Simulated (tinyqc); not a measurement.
Balance functions: hot carriers by balance equations with a heated Maxwellian. Computed by tinyqc, a small Python program. Command: `OMP_NUM_THREADS=1 python tinyqc.py 3030117 3030118 out.jsonl hot walk`. One thread of a shared host (Intel(R) Xeon(R) Processor @ 2.30GHz), about 0.02 s of CPU time with the checks.

The carriers follow a Maxwellian at an electron temperature T_e, slightly displaced; the drift energy is neglected against k_B T_e. The balance averages the rate, not the time, so mu_0 lies below the relaxation-time value.

Inputs (values chosen for the exercise, modelled on holes in silicon):
```
quantity                                          value       unit
effective mass m                                   0.51        m_0
density rho                                        2329     kg/m^3
sound velocity v_l                                 9050        m/s
acoustic deformation potential D_A                    6         eV
phonon energy hbar w                               61.4        meV
optical or intervalley deformation potential D_o     10  1e8 eV/cm
final valleys Z_f                                     1          -
lattice temperature T                               150          K
```

Band: parabolic. Solver: damped fixed point.

Constants: k_B = 8.617333262e-05 eV/K; k_B = 1.380649e-23 J/K; e = 1.602176634e-19 C; hbar = 1.054571817e-34 J s; m_0 = 9.1093837015e-31 kg; hbar = 6.582119569e-16 eV s.

Method:
- Parabolic band: E = hbar^2 k^2/(2 m), speed v = hbar k/m, states per spin, volume and energy g(E) = m k/(2 pi^2 hbar^2). Masses are multiplied by m_0 and all formulas are in SI units.
- Phonon occupation N_q = 1/(exp(hbar w/(k_B T)) - 1).
- Acoustic deformation potential (elastic, equipartition, absorption and emission together): 1/tau = 2 pi k_B T D_A^2 g(E)/(hbar rho v_l^2).
- Optical or intervalley deformation potential: 1/tau = (pi Z_f D_o^2/(rho w)) [N_q g(E + hbar w) + (N_q + 1) g(E - hbar w)], with g = 0 below the band edge.
- Averages over the Maxwellian, <y> = int y x^(1/2) exp(-x) dx / int x^(1/2) exp(-x) dx with x = E/(k_B T_e), split at x_0 = hbar w/(k_B T_e): 64 Gauss-Legendre points in sqrt(x) below it and 128 in sqrt(x - x_0) above it, up to x = 32. Momentum balance: mu(T_e) = e/(m nu), nu = <x (sum of rates)>/<x>. Power lost per carrier: P(T_e) = hbar w <emission rate - absorption rate> + <(2 m v_l^2/(k_B T)) (E - 2 k_B T) acoustic rate>.
- The field that sustains T_e follows from e mu F^2 = P.

Against the electron temperature:
```
T_e (K)  mu (cm^2/(V s))  P optical (1e9 eV/s)  P acoustic (1e9 eV/s)  F (kV/cm)  drift velocity (1e7 cm/s)
165               2562.7                  2.38             5.9160e-02      0.976                     0.2500
195               1962.8                  8.97             1.9294e-01      2.161                     0.4242
240               1396.4                 22.93             4.2809e-01      4.089                     0.5711
300                988.1                 47.02             7.9771e-01      6.956                     0.6873
450                581.3                118.99             1.9540e+00     14.425                     0.8385
750                351.7                260.70             5.0451e+00     27.486                     0.9668
1200               246.3                433.77             1.1168e+01     42.503                     1.0469
1800               189.5                612.44             2.1494e+01     57.837                     1.0961
```

What does the comparison show, and why?

Optical phonons take 98 % of the power in the first row and 97 % in the last. The velocity grows as F^0.66 at first and as F^0.15 at the end, so it levels off; if optical phonons alone set both balances the limit at high T_e would be sqrt(3 hbar w tanh(hbar w/2 k_B T)/(4 m)) = 1.25 in the same unit. Rows above 1400 K (k_B T_e > 0.12 eV) stretch the parabolic band.
